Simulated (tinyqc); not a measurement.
Energy and lattice constant: complex band structure along [001] in sp3s* tight binding.

For k = (0, 0, kz) the phase sums are g0 = cos(phi) and g3 = i sin(phi), phi = kz a/4, and the s, pz, s* orbitals of anion (a) and cation (c) decouple from px, py. With z = exp(i phi), H(z) = H0 + z T + T^T/z for any complex z. H0 is diagonal (Esa, Epa, Exa, Esc, Epc, Exc). The anion-cation block is B(z) = z U + W/z and the cation-anion block z W^T + U^T/z, where U has Vss/2 (s,s), Vsapc/2 (s,z), -Vscpa/2 (z,s), Vxx/2 (z,z), Vxapc/2 (s*,z), -Vpaxc/2 (z,s*), and W has the same values with the s-z and s*-z signs reversed. |z| = 1 is a band state, |z| < 1 decays along [001] as exp(-kappa d) over a distance d, kappa = -(4/a) ln|z|. No spin-orbit coupling.

Inputs chosen for the exercise (out of a larger set: near a published set for AlAs, fitted to gaps, whose masses and valley positions are rough (light masses up to twice too heavy); not measured data): p = (-7.489, 0.987, -1.154, 3.614, 7.438, 6.758, -6.611, 1.878, 4.295, 5.092, 5.501, 4.549, 5.002) eV (order Esa, Epa, Esc, Epc, Exa, Exc, Vss, Vxx, Vxy, Vsapc, Vscpa, Vxapc, Vpaxc); a = 5.666 angstrom (lattice constant); dE = 1.31 eV (E - Ev).

The slowest root of the s-pz block and the heavy-hole branch, sinh^2(kappa a/4) = ((E - Epa)(E - Epc) - Vxx^2)/(Vxx^2 - Vxy^2), at E = Ev + dE with Ev the lower root of [[Epa, Vxx], [Vxx, Epc]]; the couplings are kept when a changes.

Results for these values:

| case | slowest kappa (1/angstrom) | heavy-hole kappa (1/angstrom) |
|---|---|---|
| base | 0.1842 | 0.3624 |

What happens to each result for a = 5.836 angstrom, all else kept?

Answer: slowest kappa falls from 0.1842 to 0.1788; heavy-hole kappa falls from 0.3624 to 0.3518.

The same for each parameter in turn:

| case | slowest kappa (1/angstrom) | heavy-hole kappa (1/angstrom) |
|---|---|---|
| base | 0.1842 | 0.3624 |
| dE = 1.34 eV | 0.1850 | 0.3646 |
| a = 5.836 angstrom | 0.1788 | 0.3518 |

With the couplings fixed, kappa a stays, so kappa scales as 1/a.

Computed by tinyqc, a small Python program: `OMP_NUM_THREADS=1 python tinyqc.py 1451996 1451997 out.jsonl` (the numbers bound the seed that draws the inputs); one thread of a shared host (Intel(R) Xeon(R) Processor @ 2.30GHz), about 0.01 s for the whole set of steps.
